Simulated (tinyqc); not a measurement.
# Minority carriers and saturation current of a heavily doped emitter, step by step

Program tinyqc, `OMP_NUM_THREADS=1 python tinyqc.py 2330038 2330039 out.jsonl`; Intel Xeon 2.30GHz, shared host, one thread, about 0.01 s. Printed values are rounded.

n-type, parabolic bands, full ionisation. eta = (EF - Ec)/kB T solves N = Nc F12(eta), F12(x) = (2/sqrt(pi)) int_0^infinity sqrt(u)/(1 + exp(u - x)) du. The gap shrinks rigidly by dEg = a3 y^(1/3) + a4 y^(1/4) + a2 y^(1/2), y = N/1e18 cm^-3, an empirical law that is here taken as the true narrowing.

Values chosen for this exercise; band and dielectric values close to those of silicon:
```
symbol,value,unit,meaning
T,400,K,temperature
Eg,1.13,eV,band gap
Nc,4.34e19,cm^-3,conduction-band density of states at 400 K
Nv,4e19,cm^-3,valence-band density of states at 400 K
N,7.4e18,cm^-3,ionised donor density
a3,16,meV,coefficient of (N/1e18)^(1/3)
a4,9,meV,coefficient of (N/1e18)^(1/4)
a2,3.6,meV,coefficient of (N/1e18)^(1/2)
mup,250,cm^2/(V s),minority-hole mobility
Cn,1.9e-31,cm^6/s,Auger coefficient
ts,0.25,us,defect lifetime
W,880,nm,emitter width
S,2.5e6,cm/s,recombination velocity at the contact
```

Constants: q = 1.602176634e-19 C, kB = 1.380649e-23 J/K, Vt = kB T/q. Results are converted to the units shown.

Range of the model: Band tails, non-parabolic bands and incomplete ionisation are left out.

## Iteration 1: Fermi level

eta at the start (Boltzmann value) = -1.769

Newton step on ln F12(eta) = ln(N/Nc): eta(new) = eta - ln(Nc F12/N) F12/Fm, Fm(x) = dF12/dx = (1/sqrt(pi)) int_0^infinity u^(-1/2)/(1 + exp(u - x)) du.

F12 = 0.161085
Fm = 0.152442
eta after iteration 1 = -1.70893

## Course of the iteration

Stop when eta changes by less than 1e-9.

Course of the iteration:
```
iteration	eta	change
1	-1.70893	0.0601
2	-1.70884	9.29e-5
3	-1.70884	2.29e-10
```

Converged in 3 iterations.

## Effective intrinsic density

converged eta = -1.70884

ni = sqrt(Nc Nv) exp(-Eg/(2 Vt)), Eg in volts; degeneracy factor g = F12(eta) exp(-eta); nie^2 = ni^2 exp(dEg/kB T) g, p0 = nie^2/N; apparent narrowing dEg + kB T ln g.

ni = 3.17021e12 cm^-3
dEg = 55.8162 meV
g = 0.941633
apparent narrowing = 53.7432 meV
nie = 6.91282e12 cm^-3
p0 = 6.45771e6 cm^-3

Narrowing multiplies p0 by 5.05 and degeneracy by 0.942.

## Saturation current

1/tau = Cn N^2 + 1/ts, D = mup Vt, L = sqrt(D tau); J0 = (q p0 D/L)(s + tanh(W/L))/(1 + s tanh(W/L)), s = S L/D; the share recombining inside is 1 - 1/[cosh(W/L)(1 + tanh(W/L)/s)].

tau = 69.4232 ns
L = 7734.62 nm
s = 224.391
J0 = 9.79512e7 fA/cm^2
share recombining inside = 0.693891 %

The emitter is transparent: most holes reach the contact.
